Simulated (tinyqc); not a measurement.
Changing the grain size L: grain-boundary trapping model (Seto) of a polycrystalline semiconductor film. Computed by tinyqc, a small Python program. Command: `OMP_NUM_THREADS=1 python tinyqc.py 3022881 3022882 out.jsonl poly sweep`. One thread of a shared host (Intel(R) Xeon(R) Processor @ 2.30GHz), about 0.01 s of CPU time with the checks.

Grains of equal size L are joined by thin boundaries with one trap level. Trapped carriers deplete a width W on each side and raise a barrier, crossed by thermionic emission. Dopants are fully ionised, statistics are non-degenerate and mu_g does not depend on T.

Inputs (values chosen for the exercise, modelled on polycrystalline SiGe):
```
quantity                                     value        unit
permittivity eps                              13.5           -
effective mass m                              0.29         m_0
effective density of states at 300 K, N_c  1.6e+19      1/cm^3
trap density Q_t                           3.5e+12      1/cm^2
trap level E_t below the band edge            0.25          eV
doping N                                   2.2e+18      1/cm^3
mobility inside the grains mu_g                250  cm^2/(V s)
temperature T                                  300           K
```

Grain interior: resistance included.

Constants: k_B = 8.617333262e-05 eV/K; e = 1.602176634e-19 C; eps_0 = 8.8541878128e-12 F/m; m_0 = 9.1093837015e-31 kg; k_B = 1.380649e-23 J/K.

Method. N_c(T) = N_c (T/300 K)^(3/2). Filled traps Q = Q_t/(1 + (1/2) exp((E_t* - E_F)/k_B T)), where E_t* = e V_B - E_t and E_F are counted from the band edge at the grain centre. Partial depletion: Q = 2 N W, V_B = e N W^2/(2 eps eps_0), E_F = k_B T ln(N/N_c); solve for W. If that W would exceed L/2 the grain is fully depleted: W = L/2, Q = N L, and E_F follows from the trap equation. Centre density n_0 = N_c exp(E_F/k_B T). Boundary: sigma_b = L e^2 n_0 exp(-e V_B/k_B T)/sqrt(2 pi m k_B T); drift through the grain, depleted parts included: rho_g = [(1 - 2W/L) + (2W/L) int_0^1 exp(y^2 s^2) ds]/(e n_0 mu_g); rho = 1/sigma_b + rho_g. Mean carrier density n_av = n_0 [(1 - 2W/L) + (2W/L) (sqrt(pi)/2) erf(y)/y], y = sqrt(e V_B/k_B T); effective mobility 1/(e n_av rho).

One run for each value:
```
grain size L (nm)  resistivity rho (ohm cm)  barrier V_B (V)  effective mobility (cm^2/(V s))  depletion width W (nm)
10                               5.0240e+01         0.036860                            51.80                  5.0000
18                               3.4595e-01         0.091818                            15.41                  7.8914
32                               1.9956e-01         0.091818                            19.29                  7.8914
56                               1.1890e-01         0.091818                            28.08                  7.8914
100                              7.1577e-02         0.091818                            43.28                  7.8914
180                              4.4809e-02         0.091818                            66.42                  7.8914
320                              3.0170e-02         0.091818                            96.58                  7.8914
560                              2.2103e-02         0.091818                           130.31                  7.8914
1000                             1.7371e-02         0.091818                           164.71                  7.8914
```

Over the rows, resistivity rho (ohm cm) falls from 50.2 to 0.0174 (exponent d ln y / d ln x -8.5 between the first rows and -0.42 between the last); barrier V_B (V) rises from 0.0369 to 0.0918, flat over part of the range; effective mobility (cm^2/(V s)) goes from 51.8 through a minimum among these rows, 15.4 at 18.0, to 165. At the high end the exponent of barrier V_B is 0.00, close to 0: partial depletion.

Caution (rows 18.0, 32.0, 56.0, 100, 180, 320, 560, 1000): E_F is within 2 k_B T of the band edge, so non-degenerate statistics fail, and tunnelling through so thin a barrier adds to the current.

Extremes, crossings and ranges named in words are read from the listed rows.
